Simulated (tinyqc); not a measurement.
Inside a calculation. Method: exchange-only LDA atom on a uniform radial grid, spin-unpolarised, for Be(2+). Computed by tinyqc, a small Python program that keeps every step. Settings: Z = 4, points = 256, R = 7.1, functional = Slater exchange alone, mixing = 0.2, iteration cap = 85. Command: `OMP_NUM_THREADS=1 python tinyqc.py 22153 22154 out.jsonl` (the two numbers bound the seeds that draw the settings). One thread of a shared host (Intel(R) Xeon(R) Processor @ 2.60GHz), about 0.8 s of CPU time with the checks.

Spherical atom on a uniform radial grid r_j = j h with h = R/(N + 1), h sum u^2 = 1 and integrals as h times sums, u(0) = u(R) = 0 (atomic units):
```
parameter           value
Z                       4
points N              256
R                7.100000
h                0.027626
mixing           0.200000
electrons in 1s         2
```

Three-point differences turn -u''/2 + [l(l+1)/2r^2 - Z/r + V] u = e u into a tridiagonal matrix (diagonal 1/h^2 + potential, off-diagonal -1/2h^2). D = sum f u^2; the Hartree potential y/r solves y'' = -D/r with y(0) = 0, y(R) = N_e; v_xc comes from rho = D/(4 pi r^2); E = sum f e - int D V + int D (V_H/2 + eps_xc); V(new) = V + mixing (V_H + v_xc - V).

Stop when input and output potentials agree to 1e-7.

Course of the cycle (hartree):
```
iteration             E      e(1s)  largest |V(out) - V(in)|
1          -13.09749616  -7.975725                  4.88e+00
2          -13.15292171  -7.265359                  3.80e+00
3          -13.18872410  -6.710672                  2.95e+00
4          -13.21151348  -6.277232                  2.30e+00
5          -13.22583429  -5.938300                  1.79e+00
6          -13.23473463  -5.673094                  1.39e+00
7          -13.24021485  -5.465450                  1.08e+00
8          -13.24356316  -5.302782                  8.36e-01
9          -13.24559600  -5.175279                  6.49e-01
10         -13.24682389  -5.075289                  5.03e-01
11         -13.24756254  -4.996838                  3.91e-01
...                 ...        ...                       ...
66         -13.24866175  -4.708465                  9.41e-07
67         -13.24866175  -4.708465                  7.50e-07
68         -13.24866175  -4.708465                  5.98e-07
69         -13.24866175  -4.708465                  4.77e-07
70         -13.24866175  -4.708465                  3.81e-07
71         -13.24866175  -4.708465                  3.04e-07
72         -13.24866175  -4.708465                  2.42e-07
73         -13.24866175  -4.708464                  1.93e-07
74         -13.24866175  -4.708464                  1.54e-07
75         -13.24866175  -4.708464                  1.23e-07
76         -13.24866175  -4.708464                  9.81e-08
```

Can the last value be used, and what does the course show?

As the converged value on this grid, yes; not as the energy of the atom. Converged in 76 iterations. A uniform grid resolves the cusp poorly: for a bare nucleus this grid gives 1s at -7.97572 against -Z^2/2 = -8 hartree. Before convergence this energy mixes input and output and is not variational, so it may rise towards its limit.
